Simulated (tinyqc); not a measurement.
## Voltage drop against the pad pitch

A grid of 17 by 17 nodes with segments Rx (rows) and Ry (columns); every node draws I1 and the central node kh I1; pads with resistance Rp sit at the nodes whose row and column are multiples of the pitch, counting from 0. The drops u = Vdd - V follow from G u = i, with G the conductance matrix and i the load currents, solved directly.

Inputs (values chosen for the exercise):
```
symbol,value,unit,meaning
Vdd,0.8,V,supply voltage
Rx,0.21,ohm,resistance of a horizontal segment
Ry,0.13,ohm,resistance of a vertical segment
Rp,0.25,ohm,resistance from a pad node to the supply
kh,8,,factor on the load at the hot node
I1,0.06,mA,load current of a node in the large grid
```

Voltage drop against the pad pitch:
```
pitch (nodes)	pads	worst drop (mV)	mean drop (mV)	largest drop at a pad (mV)	largest pad current (mA)	worst drop over Vdd (%)
1	289	0.03507	0.01536	0.03507	0.1403	0.004383
2	81	0.08357	0.06131	0.08357	0.3343	0.01045
4	25	0.2554	0.2210	0.2326	0.9303	0.03193
8	9	0.7668	0.7072	0.6332	2.533	0.09585
16	4	2.195	1.987	1.110	4.440	0.2743
```

The worst drop goes from 0.0351 to 2.19 mV while the number of pads falls from 289 to 4; between the last two rows it goes as pitch^(1.52). The largest drop at a pad is 100 % of the worst drop in the first row and 50.6 % in the last; the rest falls along the wires.

Program tinyqc, `OMP_NUM_THREADS=1 python tinyqc.py 2770132 2770133 out.jsonl`; Intel Xeon 2.30GHz, shared host, one thread, about 0.1 s.
